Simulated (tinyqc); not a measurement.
What each parameter does: model-solid line-up of a strained alloy layer on a substrate.

All values of the alloy are linear in x but the gap, Eg(x) = (1 - x) Eg_A + x Eg_B - C x (1 - x), and the valence edge, Ev(x) = (1 - x) Ev_A + x Ev_B + fv C x (1 - x); Ec = Ev + Eg. Ev is the top of the unstrained valence band on a scale common to all materials. In the layer only the Gamma valley of the conduction band is followed, also where an X or L valley would lie lower.

Coherent growth on a (001) face: e_par = (a_s - a)/a, e_perp = -2 (C12/C11) e_par; exx = eyy = e_par, ezz = e_perp, no shear.

Strained edges: Ec + ac tr(e); the valence edges are Ev plus the levels of the 6 x 6 matrix of X, Y, Z times spin with -Dso/3 + l exx + m (eyy + ezz) on the diagonal (cyclic), n exy off it, l = av + 2 b, m = av - b, n = sqrt(3) d. Spin-orbit term (Dso/3) L.sigma on X, Y, Z with (L_k)_ij = -i epsilon_kij: <X+|H|Y+> = -i Dso/3, <X+|H|Z-> = Dso/3, <Y+|H|Z-> = -i Dso/3, <Z+|H|X-> = -Dso/3, <Z+|H|Y-> = i Dso/3, <X-|H|Y-> = i Dso/3, and their conjugates; + and - are the spin along z.

dEc = Ec(substrate) - Ec(layer), dEv = Ev(layer) - Ev(substrate); positive values confine the carrier in the layer. Type I: both of one sign; type II: opposite signs; type III: the gaps do not overlap.

Inputs chosen for the exercise (A near GaP, B near GaAs, substrate near GaAs; shifted at random, so the results belong to these values and not to a real crystal):
```
symbol  value           unit      meaning
a       (5.457, 5.649)  angstrom  lattice constant of A, B
Eg      (2.922, 1.527)  eV        gap at Gamma to the s-like level of A, B
Dso     (0.079, 0.339)  eV        spin-orbit splitting of A, B
Ev      (-1.25, -0.79)  eV        top of the unstrained valence band of A, B
ac      (-8.26, -7.14)  eV        conduction deformation potential of A, B
av      (1.69, 1.17)    eV        valence hydrostatic potential of A, B
b       (-1.58, -2.01)  eV        tetragonal shear potential of A, B
d       (-4.64, -4.77)  eV        trigonal shear potential of A, B
C11     (142.2, 122.8)  GPa       of A, B
C12     (61.7, 57.2)    GPa       of A, B
C44     (71, 60.7)      GPa       of A, B
C       0.218           eV        bowing of the gap
fv      0                         share of the bowing taken by the valence edge
a_s     5.649           angstrom  substrate
Eg_s    1.527           eV        lowest gap of the substrate
Ev_s    -0.79           eV        substrate valence edge
face    001                       growth face
x       0.64                      fraction of B
```

Strained gap, valence splitting and offsets.

Results for these values:
```
case,gap (eV),splitting (meV),dEc (eV),dEv (eV)
base,1.8019,100.3,-0.1842,-0.0907
```

What happens to each result for a_s = 5.629 angstrom, all else kept?

Answer: gap rises from 1.8019 to 1.8553; splitting falls from 100.3 to 69.1; dEc falls from -0.1842 to -0.2138; dEv falls from -0.0907 to -0.1146.

The same for each parameter in turn:
```
case,gap (eV),splitting (meV),dEc (eV),dEv (eV)
base,1.8019,100.3,-0.1842,-0.0907
x = 0.66,1.7862,94.5,-0.1729,-0.0862
a_s = 5.629 angstrom,1.8553,69.1,-0.2138,-0.1146
C = 0.318 eV,1.7788,100.3,-0.1611,-0.0907
fv = 0.2,1.8019,100.3,-0.1942,-0.0806
Ev_s = -0.74 eV,1.8019,100.3,-0.1342,-0.1407
"ac = (-9.499, -8.211) eV",1.7865,100.3,-0.1689,-0.0907
"C12 = (70.955, 65.78) GPa",1.8121,108.2,-0.1969,-0.0882
"av = (1.943, 1.346) eV",1.7991,100.3,-0.1842,-0.0879
```

Computed by tinyqc, a small Python program: `OMP_NUM_THREADS=1 python tinyqc.py 1050882 1050883 out.jsonl` (the numbers bound the seed that draws the inputs); one thread of a shared host (Intel(R) Xeon(R) Processor @ 2.30GHz), about 0.01 s for the whole set of steps.
